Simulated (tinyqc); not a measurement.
# Worked calculation: floating body of a partially depleted SOI transistor: body voltage and kink

Numbers from tinyqc (`OMP_NUM_THREADS=1 python tinyqc.py 2182260 2182261 out.jsonl`; about 0.2 s on one thread of a shared Intel Xeon 2.30GHz). Printed values are rounded.

Source at 0 V. Channel current Ic = 2 nf K Vt^2 [F(0) - F(Vd)](1 + la Vd), F(V) = ln^2(1 + exp((Vg - VT - nf V)/(2 nf Vt))), VT = VT0 - gb Vb. Saturation voltage Vs = 2 Vt sqrt(F(0)) + 3 Vt, excess Ve = (Vd - Vs + sqrt((Vd - Vs)^2 + 0.0004 V^2))/2, multiplication M1 = Ai Ve exp(-Bl/Ve). Each junction passes D(v) = J1 (exp(v/Vt) - 1) + J2 (exp(v/(2 Vt)) - 1). Bipolar current Ib = bb J1 (exp(Vb/Vt) - 1). The body settles where M1 (Ic + Ib) = D(Vb) + D(Vb - Vd) + Vb/Rb; drain current Id = (1 + M1)(Ic + Ib) - D(Vb - Vd).

Inputs (values chosen for the exercise); values of the order met in partially depleted silicon-on-insulator transistors: temperature T = 358 K; threshold at zero body voltage VT0 = 0.37 V; fall of the threshold per volt of body voltage gb = 0.33; slope factor nf = 1.24; gain factor per width K = 130 uA/(V^2 um); channel-length modulation factor la = 0.08 1/V; impact-ionisation prefactor Ai = 1.32 1/V; impact-ionisation voltage Bl = 4.1 V; diffusion saturation current of each junction J1 = 9.5e-11 uA/um; recombination saturation current of each junction J2 = 4.5e-8 uA/um; gain of the lateral bipolar transistor on the diffusion current bb = 0; resistance of a weak body tie to the source (1e9 stands for no tie, and the term is then dropped) Rb = 1e9 kohm um; gate voltage Vg = 0.82 V; drain voltage Vd = 1.3 V.

Constants: q = 1.602176634e-19 C, kB = 1.380649e-23 J/K, Vt = kB T/q. Results are converted to the units shown.

Range of the model: The multiplication law is an empirical form chosen for the exercise; self-heating and capacitive coupling to the body are left out, and the linear laws are rough once Vb passes about 0.7 V or M1 about 0.1.

## Starting value

Vb = 0.54 V.

Vb at the start = 0.54 V

## Iteration 1: new Vb

Current into the body I_in = M1 (Ic + Ib) - D(Vb - Vd), current out I_out = D(Vb) + Vb/Rb; f = ln(I_in/I_out), s = df/dVb by central differences over 1e-5 V, Vb(new) = Vb - f/s.

Ic = 22.83943 uA/um
Ve = 0.7009628 V
M1 = 0.002667093
I_in = 0.06091494 uA/um
I_out = 0.004083108 uA/um
f = 2.702620
s = -32.83452 1/V
Vb after iteration 1 = 0.6223103 V

## Iteration 2: new Vb

As before.

Ic = 24.85668 uA/um
Ve = 0.6790673 V
M1 = 0.002139685
I_in = 0.05318551 uA/um
I_out = 0.05582652 uA/um
f = -0.04846313
s = -33.85137 1/V
Vb after iteration 2 = 0.6208787 V

## Course of the iteration

Stop when the step is below 1e-10 V, or after 40 iterations.

Course of the iteration:
```
iteration  Vb before the step (V)  step (V)
1                            0.54    0.0823
2                       0.6223103  -1.43e-3
3                       0.6208787  -2.28e-7
4                       0.6208784   < 1e-14
```

Converged in 4 iterations.

## Drain current with floating and with grounded body

converged Vb = 0.6208784 V

Id and VT at the converged Vb, Id at Vb = 0, their ratio, and the bipolar share Ib/(Ic + Ib).

VT = 0.1651101 V
Id, floating = 24.87418 uA/um
Id, grounded = 11.83183 uA/um
ratio = 2.102310
bipolar share = 0.000000 %

The body rises to 0.621 V and lowers the threshold by 205 mV.
